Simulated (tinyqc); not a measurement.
Inside a calculation. Method: RHF in the sto-6g basis, for BeH2, spin multiplicity 1. One step of it, computed by the program tinyqc.

Question. Orthogonalisation. S = U s U^T; symmetric (Loewdin) form X = U s^(-1/2) U^T, so that X^T S X = 1.

overlap S, lower triangle:
```
           1Be 1s    1Be 2s   1Be 2px    1Be 2py   1Be 2pz     2H 1s     3H 1s
1Be 1s   1.000000
1Be 2s   0.254764  1.000000
1Be 2px  0.000000  0.000000  1.000000
1Be 2py  0.000000  0.000000  0.000000   1.000000
1Be 2pz  0.000000  0.000000  0.000000   0.000000  1.000000
2H 1s    0.092775  0.507573  0.000000   0.554465  0.000000  1.000000
3H 1s    0.088423  0.498530  0.000000  -0.549339  0.000000  0.054832  1.000000
```

Give: eigenvalues of S; X.

Answer.

eigenvalues of S: 0.1914  0.3018  0.9258  1.0000  1.0000  1.7532  1.8278

X, lower triangle:
```
          1Be 1s   1Be 2s  1Be 2px  1Be 2py  1Be 2pz    2H 1s   3H 1s
1Be 1s    1.0267
1Be 2s   -0.1454   1.3220
1Be 2px   0.0000   0.0000   1.0000
1Be 2py   0.0008   0.0097   0.0000   1.4932
1Be 2pz   0.0000   0.0000   0.0000   0.0000   1.0000
2H 1s     0.0080  -0.3737   0.0000  -0.5471   0.0000   1.4087
3H 1s     0.0100  -0.3566   0.0000   0.5340   0.0000  -0.1477  1.3897
```
